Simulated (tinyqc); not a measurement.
# Changing the spin S

Model: Heisenberg magnet: exchange from energy differences, ordering vector, linear spin waves and ordering temperature. Computed by tinyqc, a small Python program. Command: `OMP_NUM_THREADS=1 python tinyqc.py 3019977 3019978 out.jsonl magnon sweep`. One thread of a shared host (Intel(R) Xeon(R) Processor @ 2.30GHz), about 2 s of CPU time with the checks.

H = -sum over pairs <ij> J_ij S_i.S_j - K sum_i (S_i^z)^2, each pair once, J > 0 ferromagnetic. First neighbours: 12 at a (0.5, 0.5, 0), second: 6 at a (1, 0, 0), with all permutations and signs.

Inputs (values chosen for the exercise, for a model magnet): exchange J1 = 7.9 meV; exchange J2 = -0.92 meV; single-ion anisotropy K = 0.51 meV; lattice constant a = 4.67 angstrom; mesh divisions n = 24; temperature T = 100 K.

Lattice: fcc. Order: ferromagnetic.

Constants: k_B = 8.617333262e-05 eV/K.

Method:
- g_s(q) = sum over shell s of cos(q.R), z1 = g1(0). E(q) = S [J(0) - J(q)] + (2S - 1) K, J(q) = J1 g1 + J2 g2. The factor 2S - 1 removes the anisotropy for S = 1/2.
- sum R_x^2 over the shells is s1 = 2 a^2 and s2 = 2 a^2. E = gap + D q^2 with D = (S/2)(J1 s1 + J2 s2) and gap = (2S - 1) K.
- J(q) = J1 g1(q) + J2 g2(q), g_s(q) = sum over shell s of cos(q.R).
- Mesh: q = sum_i (m_i + 1/2)/n b_i, m_i = 0..n-1, b = [[-1, 1, 1], [1, -1, 1], [1, 1, -1]] in 2 pi/a; <..> is the mean over the mesh.
- n = 1/(exp(E/(k_B T)) - 1); no zero-point loss; thermal loss <n>; moment = S less the losses.
- K left out. Mean field: k_B T = S (S + 1) J(Q)/3 at the ordering vector Q; random-phase (Tyablikov): k_B T = [S (S + 1)/3] / <1/(J(Q) - J(q))>; Curie-Weiss theta = S (S + 1) J(0)/(3 k_B).

One run for each value:
```
spin S  mean-field ordering temperature (K)  stiffness D (meV angstrom^2)  zero-point loss  moment <S^z>
0.5                                   259.0                         76.11                0        0.4371
1.0                                   690.7                        152.23                0        0.9847
1.5                                  1295.1                        228.34                0        1.4931
2.0                                  2072.1                        304.45                0        1.9961
2.5                                  3021.8                        380.57                0        2.4975
3.0                                  4144.2                        456.68                0        2.9983
3.5                                  5439.3                        532.79                0        3.4988
```

What does the table show, and why?

Over the rows, mean-field ordering temperature (K) rises from 259 to 5440 (exponent d ln y / d ln x 1.4 between the first rows and 1.8 between the last); stiffness D (meV angstrom^2) rises from 76.1 to 533 (exponent d ln y / d ln x about 1.0 throughout); zero-point loss does not change. The exponent of stiffness D stays at 1: linear spin waves scale with S. The mean-field temperature goes as S (S + 1) and the spin-wave scale as S.
